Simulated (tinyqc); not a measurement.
sp3s* tight binding: one step. Levels at this k. The numbers come from values chosen for the exercise (near a published set for Si, fitted to gaps, whose masses and valley positions are rough).

H(k) (eV), rows sa, xa, ya, za, s*a, sc, xc, yc, zc, s*c and columns alike:
```
[[-4.179000, 0, 0, 0, 0, -5.666088, 2.676362i, 2.676362i, -1.818853, 0],
 [0, 1.706000, 0, 0, 0, -2.676362i, 1.180007, -1.444151, 2.125004i, -2.486222i],
 [0, 0, 1.706000, 0, 0, -2.676362i, -1.444151, 1.180007, 2.125004i, -2.486222i],
 [0, 0, 0, 1.706000, 0, 1.818853, 2.125004i, 2.125004i, 1.180007, 1.689635],
 [0, 0, 0, 0, 6.641000, 0, 2.486222i, 2.486222i, -1.689635, 0],
 [-5.666088, 2.676362i, 2.676362i, 1.818853, 0, -4.179000, 0, 0, 0, 0],
 [-2.676362i, 1.180007, -1.444151, -2.125004i, -2.486222i, 0, 1.706000, 0, 0, 0],
 [-2.676362i, -1.444151, 1.180007, -2.125004i, -2.486222i, 0, 0, 1.706000, 0, 0],
 [-1.818853, -2.125004i, -2.125004i, 1.180007, -1.689635, 0, 0, 0, 1.706000, 0],
 [0, 2.486222i, 2.486222i, 1.689635, 0, 0, 0, 0, 0, 6.641000]]
```

Question. Diagonalise H, which belongs to k = (0.38, 0.38, 0) (2 pi/a). Four bands are filled (two electrons each); give the make-up of band 5, the lowest empty one.

Give: levels; weights of band 5; weight of band 5 on atom a.

Answer.

levels (eV): [-11.1366, -4.6584, -2.0249, -0.9182, 2.2264, 3.3424, 4.3302, 5.2568, 9.0435, 9.6989]

weights of band 5: s 0.059, p 0.561, s* 0.380

weight of band 5 on atom a = 0.500

The vertical gap at this k is 3.1446 eV; band 5 is mostly p-like.

Computed by tinyqc, a small Python program: `OMP_NUM_THREADS=1 python tinyqc.py 1452304 1452305 out.jsonl` (the numbers bound the seed that draws the inputs); one thread of a shared host (Intel(R) Xeon(R) Processor @ 2.30GHz), about 0.1 s for the whole set of steps.
